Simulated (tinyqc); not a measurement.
Which substrate gives the strongest standing wave: standing waves and exposure in a photoresist film.

Parameters, chosen for this exercise:
- lam = 193 nm (vacuum wavelength)
- n1 = 1.732 (resist index)
- A = 0.01 1/micrometre (bleachable absorption (Dill A))
- B = 1.06 1/micrometre (fixed absorption (Dill B))

r12 = (N1 - Ns)/(N1 + Ns) with N1 = n1 + i (A + B) lam/(4 pi), lam in micrometres, and Ns = ns + i ks chosen for the exercise, each substrate thick; contrast 2|r|/(1 + |r|^2); the intensity at the interface relative to the forward wave is |1 + r12|^2.

Results:
```
case            ns     ks  |r12|^2  contrast  phase (degrees)  |1 + r12|^2
near W       1.295  3.040   0.5044     0.944           -127.1        0.649
near SiO2    1.577  0.000   0.0022     0.094              5.8        1.096
near polySi  0.988  2.203   0.4329     0.918           -110.4        0.974
near Cu      0.955  1.426   0.2785     0.826            -89.4        1.290
near Al      0.112  2.195   0.8890     0.998           -103.5        1.447
```

The strongest reflector is the case near Al (0.889) and the weakest near SiO2 (0.0022). The intensity at the interface depends on the phase too: it is lowest for the case near W (0.649, phase -127 degrees) and highest for near Al (1.447); a strong reflector with a phase of 180 degrees would put a node there.

Program tinyqc; command `OMP_NUM_THREADS=1 python tinyqc.py 1682165 1682166 out.jsonl`; about 0.01 s on one thread of a shared Intel(R) Xeon(R) Processor @ 2.30GHz.
